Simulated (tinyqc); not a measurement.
# Worked calculation: van der Pauw, Hall and four-point-probe measurements on a doped layer

Computed by the program tinyqc: `OMP_NUM_THREADS=1 python tinyqc.py 2850163 2850164 out.jsonl`, one thread of a shared Intel Xeon 2.30GHz, about 0.01 s for the whole run. Printed values are rounded.

A uniform p-type layer with sheet resistance Rs = 1/(q ns mu), point contacts, low field (mu B small).

Inputs (values chosen for the exercise): sheet density of the layer ns = 4.7e13 cm^-2; drift mobility mu = 58 cm^2/(V s); Hall factor rH = 0.8; magnetic field B = 0.55 T; current I = 500 uA; side ratio a/b of a rectangular sample with corner contacts ar = 1.71; thickness of the layer t = 15 nm.

Constants: q = 1.602176634e-19 C. Results are converted to the units shown.

## Resistances and Hall voltage

Rs = 1/(q ns mu). For a rectangle with contacts at the corners, RA = (8 Rs/pi) sum_(k>=0) ln coth((2k + 1) pi a/(2 b)) with current along a short side b and voltage along the opposite one, RB the same with a and b exchanged; Hall voltage VH = rH B I/(q ns), negative for electrons.

Rs = 2289.62 ohm/square
RA = 54.1580 ohm
RB = 1921.46 ohm
VH = 2.92156 mV

RB/RA = 35.5; for a square both equal Rs ln 2/pi = 505 ohm.

## Starting value

z = 2 ln 2/(pi (RA + RB)), exact for RA = RB.

z at the start = 0.223359 mS

## Iteration 1: new z

The van der Pauw equation exp(-pi RA z) + exp(-pi RB z) = 1 is solved for z = 1/Rs: e1 = exp(-pi RA z), e2 = exp(-pi RB z), f = e1 + e2 - 1, f' = -pi (RA e1 + RB e2), z(new) = z - f/f'.

e1 = 0.962710
e2 = 0.259684
f = 0.222394
f' = -1.73136 kohm
z after iteration 1 = 0.351809 mS

## Iteration 2: new z

As before.

e1 = 0.941899
e2 = 0.119592
f = 0.0614901
f' = -0.882163 kohm
z after iteration 2 = 0.421513 mS

## Iteration 3: new z

As before.

e1 = 0.930794
e2 = 0.0785174
f = 0.00931140
f' = -0.632332 kohm
z after iteration 3 = 0.436239 mS

## Course of the iteration

Stop when the step is below 1e-10 mS, or after 40 iterations.

Course of the iteration:
```
iteration  z before the step (mS)  step (mS)
1                        0.223359      0.128
2                        0.351809     0.0697
3                        0.421513     0.0147
4                        0.436239    5.14e-4
5                        0.436753    5.91e-7
6                        0.436753   7.81e-13
```

Converged in 6 iterations.

## Sheet density, mobility and bulk values

converged z = 0.436753 mS

Rs = 1/z; Hall sheet density B I/(q |VH|); Hall mobility |VH|/(Rs B I); true values ns = rH times the Hall density, mu = Hall mobility/rH; bulk density ns/t, resistivity Rs t; correction factor F = Rs/[(pi/ln 2)(RA + RB)/2].

Rs = 2289.62 ohm/square
Hall sheet density = 5.875e13 cm^-2
Hall mobility = 46.4 cm^2/(V s)
ns = 4.7e13 cm^-2
mu = 58 cm^2/(V s)
bulk density = 3.13333e19 cm^-3
resistivity = 0.00343443 ohm cm
F = 0.511408

Taking the mean of RA and RB without F would overstate Rs by 96 %.
